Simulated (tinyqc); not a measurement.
Strain, valley repopulation and piezoresistance in a many-valley conduction band. Changing the stress X (tension positive). Computed by tinyqc, a small Python program. Command: `OMP_NUM_THREADS=1 python tinyqc.py 3022265 3022266 out.jsonl valleys sweep`. One thread of a shared host (Intel(R) Xeon(R) Processor @ 2.30GHz), about 0.05 s of CPU time with the checks.

Valleys are ellipsoids with mass m_l along the axis a and m_t across it, parabolic, with one constant relaxation time; strain shifts the valleys and leaves the masses alone. Currents are taken along [100], along the load, and along [010], across the load.

Inputs (values chosen for the exercise, modelled on silicon): longitudinal mass m_l = 0.941 m_0; transverse mass m_t = 0.186 m_0; shear deformation potential Xi_u = 9.03 eV; dilation deformation potential Xi_d = 1.1 eV; C11 = 168 GPa; C12 = 64.5 GPa; C44 = 80.2 GPa; electron density n = 1.8e+18 1/cm^3; relaxation time tau = 380 fs; temperature T = 250 K.

Valley axes: <100> (6 valleys in 3 pairs). Load: uniaxial [100].

Constants: k_B = 8.617333262e-05 eV/K; m_0 = 9.1093837015e-31 kg; k_B = 1.380649e-23 J/K; hbar = 1.054571817e-34 J s; e = 1.602176634e-19 C.

Method:
- Compliances S11 = (C11 + C12)/((C11 - C12)(C11 + 2 C12)), S12 = -C12/((C11 - C12)(C11 + 2 C12)), S44 = 1/C44; stress sigma_ij = X n_i n_j for the unit vector n of the load; e_xx = S11 sigma_xx + S12 (sigma_yy + sigma_zz), e_xy = S44 sigma_xy/2 (tensor strain).
- Herring-Vogt shift of a valley with unit axis a: dE = Xi_d tr(e) + Xi_u a.e.a.
- Each of the 6 valleys holds n_v = N_v (2/sqrt(pi)) F_1/2((E_F - dE_v)/(k_B T)), N_v = 2 (m_d k_B T/(2 pi hbar^2))^(3/2), m_d = (m_l m_t^2)^(1/3); E_F solves sum n_v = n and is counted from the unstrained edge.
- F_j(eta) = int_0^infinity x^j/(1 + exp(x - eta)) dx, without a gamma-function factor. It is evaluated after integrating by parts.
- Integrals over x = E/(k_B T) use 160 Gauss-Legendre points in u = sqrt(x) from 0 to sqrt(max(eta, 0) + 32).
- Mobility tensor mu = e tau sum_v (n_v/n) [1/m_t + (1/m_l - 1/m_t) a a^T]; unstrained mu_0 = e tau (1/m_l + 2/m_t)/3; resistivity along d from the inverse tensor, rho_d = d.mu^-1.d/(n e), mobility along d = 1/(d.mu^-1.d); gauge pi_d = (rho_d/rho_0 - 1)/X.

One run for each value; columns: (1) stress X (tension positive) (MPa); (2) mobility along the first direction (cm^2/(V s)); (3) mobility along the second direction (cm^2/(V s)); (4) Fermi level E_F (meV); (5) splitting (highest minus lowest) (meV):
```
(1)       (2)     (3)      (4)     (5)
-2000   712.2  3592.3  -170.95  174.49
-1560   721.6  3587.6  -139.35  136.10
-1110   778.9  3559.0  -107.42   96.84
-667   1074.6  3411.1   -78.12   58.19
-222   2024.7  2936.1   -56.93   19.37
222    3096.8  2400.0   -50.48   19.37
667    3495.8  2200.5   -53.79   58.19
1110   3576.6  2160.1   -59.90   96.84
1560   3590.6  2153.1   -66.65  136.10
2000   3592.8  2152.0   -73.34  174.49
```

Over the rows, mobility along the first direction (cm^2/(V s)) rises from 712 to 3590; mobility along the second direction (cm^2/(V s)) falls from 3590 to 2150; Fermi level E_F (meV) goes from -171 through a maximum among these rows, -50.5 at 222, to -73.3. The sign of the stress decides which valleys drop; electrons gather there, and each direction then sees the mix of light and heavy mass that those valleys present to it, until the upper valleys are empty.

Caution (rows -2000, -1560, -1110, 1110, 1560, 2000): strain near 1 % also warps the bands and changes masses and intervalley scattering, which this model leaves out.

Extremes, crossings and ranges named in words are read from the listed rows.
